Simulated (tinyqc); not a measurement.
Inside a calculation. Method: Rayleigh-quotient iteration on a symmetric matrix. One step of it, computed by the program tinyqc.

Task: Step 1. solve (A - shift) w = v; v' = w/|w| with its largest component positive (the first on a tie); lambda = v'^T A v'; the next shift is lambda.

A, lower triangle:
```
,1,2,3,4,5
1,0.078000
2,-0.136000,1.937000
3,-0.171000,0.508000,3.066000
4,0.335000,-0.719000,-0.311000,4.389000
5,-0.191000,1.084000,0.027000,0.657000,4.840000
```

vector v at the start: 0.447214  0.447214  0.447214  0.447214  0.447214

shift = 0.790000

Give: vector after step 1; Rayleigh quotient after step 1.

Result:

vector after step 1: -0.6070  0.6886  0.0618  0.3603  -0.1538

Rayleigh quotient after step 1 = 0.9573
